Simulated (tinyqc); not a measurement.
Worked calculation: fitting sp3s* parameters to three gaps by Newton steps. Values are carried at full precision from step to step, so a last printed digit may differ when a step is redone from the rounded ones.

sp3s* tight binding, nearest neighbours only: anion (a) at 0, cation (c) at a/4 (1,1,1), orbitals s, px, py, pz, s* on each; k in units of 2 pi/a. With phases e_j = exp(i (pi/2) k.n_j) for n = (1,1,1), (1,-1,-1), (-1,1,-1), (-1,-1,1): g0 = (e1+e2+e3+e4)/4, g1 = (e1+e2-e3-e4)/4, g2 = (e1-e2+e3-e4)/4, g3 = (e1-e2-e3+e4)/4. The diagonal holds the levels Esa, Epa, Exa (s*) and Esc, Epc, Exc. Anion-cation block: <sa|sc> = Vss g0; <sa|xc> = Vsapc g1; <xa|sc> = -Vscpa g1; <xa|xc> = Vxx g0; <xa|yc> = <ya|xc> = Vxy g3, <xa|zc> = <za|xc> = Vxy g2, <ya|zc> = <za|yc> = Vxy g1; <s*a|xc> = Vxapc g1; <xa|s*c> = -Vpaxc g1; y and z take g2 and g3 in place of g1; s-s* and s*-s* vanish.

Gaps are level 5 at Gamma, X = (1,0,0) and L = (1/2,1/2,1/2) less level 4 at Gamma; no spin-orbit coupling. Free parameters: Esc, Vsapc and Exc. H is linear in them, so by Hellmann-Feynman J_ij = <u|dH/dp_j|u> for level 5 at point i less the same for level 4 at Gamma. Newton: p(new) = p + J^-1 (target - gaps); stop when all misses are below 1e-7 eV.

Inputs chosen for the exercise (out of a larger set: near a published set for GaAs, fitted to gaps, whose masses and valley positions are rough; not measured data): p = (-8.333, 1.042, -2.668, 3.671, 8.585, 6.723, -6.468, 1.956, 5.089, 4.468, 5.806, 4.825, 4.804) eV (start, order Esa, Epa, Esc, Epc, Exa, Exc, Vss, Vxx, Vxy, Vsapc, Vscpa, Vxapc, Vpaxc); tg = (1.753, 2.149, 1.887) eV (target gaps at Gamma, X, L).

## Gaps of the starting set

Compute the gaps and the misses.

gaps (eV): Gamma 1.5607, X 2.0393, L 1.6956

target less gap (eV): Gamma 0.1923, X 0.1097, L 0.1914

## The Jacobian

Form J and its singular values.

J:
```
          Esc   Vsapc     Exc
Gamma  0.7006  0.0000  0.0000
X      0.0000  0.4983  0.0000
L      0.3962  0.3153  0.0610
```

singular values: 0.8332  0.5503  0.0464

The gap at Gamma answers to Esc. The condition number is 17.9.

## The first Newton step

Solve J dp = target less gap; the columns of J are Esc, Vsapc and Exc.

dp (eV): Esc 0.275, Vsapc 0.220, Exc 0.216

## The iteration

Repeat with J formed anew.

Newton steps (eV):

| i | Esc | Vsapc | Exc | Gamma | X | L | largest miss |
|---|---|---|---|---|---|---|---|
| 0 | -2.6680 | 4.4680 | 6.7230 | 1.5607 | 2.0393 | 1.6956 | 0.19 |
| 1 | -2.3935 | 4.6881 | 6.9393 | 1.7541 | 2.1500 | 1.8872 | 0.0011 |
| 2 | -2.3951 | 4.6861 | 6.9584 | 1.7530 | 2.1490 | 1.8870 | 5.0e-06 |
| 3 | -2.3951 | 4.6861 | 6.9585 | 1.7530 | 2.1490 | 1.8870 | 1.0e-10 |

Converged in 3 steps; the miss goes 0.19, 0.0011, 5.0e-06, 1.0e-10, about squaring each time once it is small. The largest change is 0.273 eV in Esc, for a first miss of 0.192 eV.

## Checks

- J by Hellmann-Feynman against central differences: largest difference 2.7e-10.

(tinyqc, `OMP_NUM_THREADS=1 python tinyqc.py 1482710 1482711 out.jsonl`, Intel(R) Xeon(R) Processor @ 2.30GHz, 1 thread, shared host, about 0.2 s.)
